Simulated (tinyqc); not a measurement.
Worked calculation: Hubbard chain of 2 sites. Computed by tinyqc, a small Python program that keeps every step. Settings: hopping = 1.11, U = 2.3, mixing = 1, iteration cap = 54. Command: `OMP_NUM_THREADS=1 python tinyqc.py 29451 29452 out.jsonl` (the two numbers bound the seeds that draw the settings). One thread of a shared host (Intel(R) Xeon(R) Processor @ 2.60GHz), about 0.2 s of CPU time with the checks. Later iterations appear only in the table of the cycle.

## Mean-field iteration 1

one-body matrix (hopping and site energies) (eV):
```
,1,2
1,0.080000,-1.110000
2,-1.110000,0.780000
```

U = 2.300000 eV

electrons, up and down: 1  1

mixing = 1

n(up) at the start (a guess, not normalised): 1 0.500000, 2 0.500000

n(down) at the start (a guess): 1 0.500000, 2 0.500000

H(up) = T + U n(down), H(down) = T + U n(up); fill the lowest levels; n(new) = n + mixing (n(out) - n); E = tr T (rho up + rho down) + U sum n_up n_down of the output.

levels, up (eV): 0.416127  2.743873

levels, down (eV): 0.416127  2.743873

energy = -0.213748 eV

n(up) after iteration 1: 1 0.650360, 2 0.349640

n(down) after iteration 1: 1 0.650360, 2 0.349640

## Mean-field iteration 2

As before.

levels, up (eV): 0.469992  2.690008

levels, down (eV): 0.469992  2.690008

energy = -0.212599 eV

n(up) after iteration 2: 1 0.501879, 2 0.498121

n(down) after iteration 2: 1 0.501879, 2 0.498121

## Convergence

Each step fills the lowest levels of T + U n(other spin) and sets n(new) = n + mixing (n(out) - n); stop when output and input agree to 1e-8.

Course of the cycle:
```
iteration,E (eV),largest |n(out) - n(in)|,mean |n_up - n_down|
1,-0.21374820,1.50e-01,0.000000
2,-0.21259895,1.48e-01,0.000000
3,-0.21606056,1.47e-01,0.000000
4,-0.21496525,1.45e-01,0.000000
5,-0.21817376,1.43e-01,0.000000
6,-0.21712877,1.42e-01,0.000000
7,-0.22011251,1.40e-01,0.000000
8,-0.21911445,1.39e-01,0.000000
9,-0.22189757,1.37e-01,0.000000
10,-0.22094334,1.36e-01,0.000000
11,-0.22354653,1.35e-01,0.000000
...,...,...,...
44,-0.23880491,1.04e-01,0.000000
45,-0.23991191,1.04e-01,0.000000
46,-0.23941852,1.03e-01,0.000000
47,-0.24048310,1.02e-01,0.000000
48,-0.24000438,1.02e-01,0.000000
49,-0.24102906,1.01e-01,0.000000
50,-0.24056433,1.00e-01,0.000000
51,-0.24155143,9.99e-02,0.000000
52,-0.24110005,9.93e-02,0.000000
53,-0.24205170,9.88e-02,0.000000
54,-0.24161307,9.82e-02,0.000000
```

Not converged within 54 iterations: the residual falls steadily but slowly, by a factor of about 0.99 a step. The lowest mean-field energy found from random starts is -0.26404 eV. Reruns (cap 100 unless said): mixing 0.2: converged in 34 (E = -0.26404); mixing 0.5: converged in 4 (E = -0.26404); mixing 0.9: converged in 75 (E = -0.26404); the original settings with a cap of 400: not converged.

## The many-body Hamiltonian

Basis: all placements (u, d, 2, 0 on each site), up operators ordered before down ones; hops carry the sign of the same-spin electrons passed.

H (eV):
```
,20,ud,du,02
20,2.460000,-1.110000,-1.110000,0.000000
ud,-1.110000,0.860000,0.000000,-1.110000
du,-1.110000,0.000000,0.860000,-1.110000
02,0.000000,-1.110000,-1.110000,3.860000
```

## Exact diagonalisation (4 states)

Lowest levels of the sector, and the double occupancy of the lowest state.

lowest levels (eV): -0.526772  0.860000  2.966554  4.740218

double occupancy per site = 0.143946
